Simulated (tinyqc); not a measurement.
Worked calculation: plane-wave Kohn-Sham cycle with exchange-only LDA in a layered model solid. One step of it, computed by the program tinyqc.

Task: Iteration 2: Hamiltonian at one k. H(m,m') = (k + G_m)^2/2 delta + V(G_m - G_m'), with V(-G) = V(G).

A solid whose potential varies along x alone (atomic units):
```
parameter                      value
period a                   17.600000
cross-section of the cell  23.000000
electrons per cell                 2
grid points                       16
plane waves -n..n, n               2
k points                           2
V1 in V1 cos(2 pi x/a)     -0.770000
```

V(G_m), m = 0, 1, 2, ... (hartree): -0.109927  -0.031627  0.042646  0.013190  0.004166

k = 0.250000 2 pi / a

Give: H.

Result:

H (hartree), lower triangle:
```
        -2      -1      +0      +1     +2
-2   0.085
-1  -0.032  -0.074
+0   0.043  -0.032  -0.106
+1   0.013   0.043  -0.032  -0.010
+2   0.004   0.013   0.043  -0.032  0.213
```
